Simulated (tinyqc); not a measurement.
Surface photovoltage measurement of the minority-carrier diffusion length in a wafer. Changing the diffusion length L. Computed by tinyqc, a small Python program. Command: `OMP_NUM_THREADS=1 python tinyqc.py 3130485 3130486 out.jsonl spv sweep`. One thread of a shared host (Intel(R) Xeon(R) Processor @ 2.30GHz), about 0.02 s of CPU time with the checks.

Low injection, steady light, a depletion layer much thinner than 1/alpha and L. The excess density dn is taken at the front edge of the neutral region; light that reaches the back is lost.

Inputs (values chosen for the exercise, modelled on p-type silicon at room temperature):
```
quantity                                             value        unit
wafer thickness W                                      625  micrometre
diffusivity D                                         31.3      cm^2/s
front recombination velocity S_f                      7600        cm/s
back recombination velocity S_b                       1300        cm/s
photon flux entering                               9.2e+11  1/(cm^2 s)
minority density at the surface barrier scale n_0  9.3e+10      1/cm^3
temperature T                                          298           K
wavelength                                             883          nm
relative noise of each reading                           1           %
```

normal deviates g for the noise: 0.08  0.64  0.95  -0.83  -0.64  -0.18  -0.34

Constants: k_B = 8.617333262e-05 eV/K.

Method:
- alpha = (84.732/lambda - 76.417)^2 per cm with lambda in micrometre (an empirical fit for silicon between 0.7 and 1.05 micrometre).
- Thick wafer: dn = Phi L/((S_f + D/L)(L + 1/alpha)). Finite wafer, with s = S_b L/D, w = W/L, a = alpha L: dn = [Phi a/(a^2 - 1)] [a - B - exp(-alpha W)(a - s)/(cosh w + s sinh w)]/(S_f + B D/L), B = (sinh w + s cosh w)/(cosh w + s sinh w).
- Photovoltage V = (k_B T/e) ln(1 + dn/n_0). Lifetime = L^2/D.
- Readings y = (Phi/dn) (1 + noise x g) at 780, 830, 880, 920, 950, 975 and 995 nm; a least-squares line y = c (1/alpha + L_app) gives L_app = intercept/slope.

One run for each value; columns: (1) diffusion length L (micrometre); (2) apparent length L_app (micrometre); (3) error of L_app (rounded to 0.001) (%); (4) dn, finite wafer (1/cm^3); (5) B:
```
(1)      (2)          (3)         (4)     (5)
8       8.15   1.8840e+00  4.6078e+06  1.0000
15     15.21   1.4330e+00  1.1771e+07  1.0000
29     29.36   1.2560e+00  2.6285e+07  1.0000
54     54.70   1.2960e+00  4.6249e+07  1.0000
100   101.56   1.5560e+00  6.7949e+07  1.0000
190   194.22   2.2220e+00  8.7447e+07  0.9997
370   369.35  -1.7600e-01  1.0147e+08  1.0145
700   570.45  -1.8506e+01  1.0837e+08  1.1783
1300  693.94  -4.6620e+01  1.1090e+08  1.7130
2500  744.77  -7.0209e+01  1.1174e+08  2.9997
```

Over the rows, apparent length L_app (micrometre) rises from 8.15 to 745 (exponent d ln y / d ln x 0.99 between the first rows and 0.11 between the last); error of L_app (rounded to 0.001) (%) lies between -70.2 and 2.22 without a single trend; dn, finite wafer (1/cm^3) rises from 4.61e6 to 1.12e8 (exponent d ln y / d ln x 1.5 between the first rows and 0.011 between the last).

Extremes, crossings and ranges named in words are read from the listed rows.
